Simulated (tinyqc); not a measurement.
# Frequency dispersion of an accumulation capacitance by border traps, distributed model: what changes with what

Traps spread evenly through the insulator exchange electrons with the semiconductor by tunnelling, with tau(x) = t0 exp(2 ka x) at depth x from the interface. The admittance per area Y seen at depth x obeys dY/dx = -Y^2/(i w eps0 eox) + q Nb ln(1 + i w tau)/tau, with Y(0) = i w Cs and w = 2 pi f; the gate sees Y(tox) = G + i w C. Working variable y = Y/(i w), in uF/cm^2. Cox = eps0 eox/tox.

Inputs (values chosen for the exercise); permittivity close to that of aluminium oxide:
```
symbol   value         unit                                               meaning
eox       8.68                             relative permittivity of the insulator
tox        4.5           nm                                   insulator thickness
Cs        0.52      uF/cm^2             semiconductor capacitance in accumulation
Nb      5.1e19  cm^-3 eV^-1                               density of border traps
ka         4.4         1/nm  decay constant of the wave function in the insulator
t0       3e-11            s              time constant of a trap at the interface
f          1e6           Hz                                             frequency
```

Constants: q = 1.602176634e-19 C, eps0 = 8.8541878128e-14 F/cm where lengths are in cm. Results are converted to the units shown.

Each table varies one quantity; the others keep the values above.

## Capacitance and loss against frequency

Cox; trap-free value 1/(1/Cox + 1/Cs); response depth d = ln(1/(w t0))/(2 ka), where w tau = 1; lumped estimate: all traps within d act as C_bt = q Nb d placed at d/2, so C = 1/{1/[1/(1/Cs + d/(2 eps0 eox)) + C_bt] + (tox - d/2)/(eps0 eox)}. C and G from a fine integration; dispersion -d C/d log10 f over C, from f times and over 1.1. For a broad spread of time constants G/w is close to -(pi/2) dC/d ln w.

The same in every row: trap-free C (uF/cm^2) = 0.3986.

Results:
```
f (Hz),d (nm),C (uF/cm^2),G/w (uF/cm^2),dispersion (% a decade),-(pi/2) dC/d ln w (uF/cm^2),lumped C (uF/cm^2)
10,2.283,1.254,0.06337,7.392,0.06321,1.159
100,2.021,1.163,0.06054,7.610,0.06038,1.085
1000,1.760,1.076,0.05869,7.974,0.05853,1.011
1e5,1.236,0.9065,0.05798,9.346,0.05780,0.8564
1e6,0.9746,0.8210,0.05929,10.55,0.05908,0.7743
1e7,0.7129,0.7327,0.06196,12.35,0.06173,0.6867
```

Estimate the missing row, f = 10000 Hz.

Computed row:
```
f (Hz),d (nm),C (uF/cm^2),G/w (uF/cm^2),dispersion (% a decade),-(pi/2) dC/d ln w (uF/cm^2),lumped C (uF/cm^2)
10000,1.498,0.9910,0.05782,8.528,0.05766,0.9347
```

With this row back in the table: C falls from 1.254 to 0.7327 uF/cm^2, towards the trap-free 0.3986; each decade of frequency removes ln 10/(2 ka) = 0.262 nm from the response depth. The dispersion rises from 7.39 to 12.3 % a decade and G/w goes from 0.0634 through a minimum of 0.0578 (at f = 10000 Hz among the rows listed) to 0.0620 uF/cm^2. G/w stays at 1.00 times -(pi/2) dC/d ln w, the relation for a broad spread of time constants.

## Effect of the density of border traps

Same model as above.

The same in every row: d (nm) = 0.9746; trap-free C (uF/cm^2) = 0.3986.

Effect of the density of border traps:
```
Nb (cm^-3 eV^-1),C (uF/cm^2),G/w (uF/cm^2),dispersion (% a decade),-(pi/2) dC/d ln w (uF/cm^2),lumped C (uF/cm^2)
1e18,0.4096,0.001915,0.6852,0.001915,0.4084
2e18,0.4204,0.003785,1.320,0.003785,0.4180
6e18,0.4624,0.01085,3.437,0.01084,0.4552
1e19,0.5022,0.01729,5.042,0.01728,0.4906
3e19,0.6756,0.04220,9.137,0.04211,0.6447
7e19,0.9289,0.06977,10.96,0.06943,0.8707
2e20,1.356,0.09366,10.02,0.09264,1.253
4e20,1.622,0.09605,8.559,0.09473,1.492
```

As Nb goes from 1e18 to 4e20, C rises from 0.410 to 1.62 uF/cm^2, the dispersion goes from 0.685 through a maximum of 11.0 (at Nb = 7e19 among the rows listed) to 8.56 % a decade and G/w rises from 0.00191 to 0.0960 uF/cm^2. The lumped estimate is 0.30 % below C in the first row and 8.0 % below it in the last. The dispersion goes as Nb^(0.95) between the first two rows and Nb^(-0.23) between the last two: dense traps near the interface screen those behind them.

Program tinyqc, `OMP_NUM_THREADS=1 python tinyqc.py 2202147 2202148 out.jsonl`; Intel Xeon 2.30GHz, shared host, one thread, about 0.4 s.
